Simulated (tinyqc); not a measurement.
# Worked calculation: frequency dispersion of an accumulation capacitance by border traps, distributed model

tinyqc, about 0.6 s, one thread, Intel Xeon 2.30GHz (shared host): `OMP_NUM_THREADS=1 python tinyqc.py 2202188 2202189 out.jsonl` Printed values are rounded.

Traps spread evenly through the insulator exchange electrons with the semiconductor by tunnelling, with tau(x) = t0 exp(2 ka x) at depth x from the interface. The admittance per area Y seen at depth x obeys dY/dx = -Y^2/(i w eps0 eox) + q Nb ln(1 + i w tau)/tau, with Y(0) = i w Cs and w = 2 pi f; the gate sees Y(tox) = G + i w C. Working variable y = Y/(i w), in uF/cm^2. Cox = eps0 eox/tox.

Values chosen for this exercise; permittivity close to that of silicon dioxide: relative permittivity of the insulator eox = 3.96; insulator thickness tox = 5.7 nm; semiconductor capacitance in accumulation Cs = 0.66 uF/cm^2; density of border traps Nb = 6.3e19 cm^-3 eV^-1; decay constant of the wave function in the insulator ka = 3.6 1/nm; time constant of a trap at the interface t0 = 2e-10 s; frequency f = 100 Hz; depth down to which the steps are taken xe = 2.9 nm.

Constants: q = 1.602176634e-19 C, eps0 = 8.8541878128e-14 F/cm where lengths are in cm. Results are converted to the units shown.

## Scales and lumped estimate

Cox; trap-free value 1/(1/Cox + 1/Cs); response depth d = ln(1/(w t0))/(2 ka), where w tau = 1; lumped estimate: all traps within d act as C_bt = q Nb d placed at d/2, so C = 1/{1/[1/(1/Cs + d/(2 eps0 eox)) + C_bt] + (tox - d/2)/(eps0 eox)}.

Cox = 0.615133 uF/cm^2
trap-free C = 0.318389 uF/cm^2
d = 2.20690 nm
C_bt = 2.22758 uF/cm^2
lumped C = 0.598287 uF/cm^2

The traps within reach amount to 3.38 Cs and lie in the first 38.7 % of the insulator.

## Midpoint steps through the active depth

In terms of y: dy/dx = -y^2/(eps0 eox) + s(x), s = q Nb ln(1 + z)/z, z = i w tau. 8 midpoint steps of h = xe/8: y_half = y + (h/2) y'(x, y), y(new) = y + h y'(x + h/2, y_half).

| point | x (nm) | s (uF/(cm^2 nm)) | y (uF/cm^2) |
|---|---|---|---|
| 0 | 0 | 1.00937+0.00000i | 0.66000+0.00000i |
| 1 | 0.3625 | 1.00937+0.00000i | 0.95631+0.00000i |
| 2 | 0.725 | 1.00937-0.00001i | 1.19892+0.00000i |
| 3 | 1.08750 | 1.00937-0.00016i | 1.38806-0.00002i |
| 4 | 1.45 | 1.00937-0.00217i | 1.53012-0.00022i |
| 5 | 1.81250 | 1.00822-0.02945i | 1.63394-0.00293i |
| 6 | 2.175 | 0.85286-0.31091i | 1.70299-0.03877i |
| 7 | 2.53750 | 0.13807-0.22269i | 1.55734-0.14871i |
| 8 | 2.9 | 0.01074-0.03427i | 1.35453-0.13276i |

## Capacitance and conductance at the gate

y at xe = 1.35453-0.13276i uF/cm^2

Beyond xe the traps are ignored, so 1/y(tox) = 1/y(xe) + (tox - xe)/(eps0 eox); C = Re y, G/w = -Im y, loss tangent G/(w C).

y at the gate = 0.652244-0.030556i uF/cm^2
C = 0.652244 uF/cm^2
G/w = 0.0305560 uF/cm^2
loss tangent = 0.0468476

A fine integration over the whole insulator gives C = 0.65780 and G/w = 0.03137 uF/cm^2; the coarse G/w is 2.6 % below that. The fine C is 2.07 times the trap-free value, and the lumped estimate is 9.0 % below the fine result.
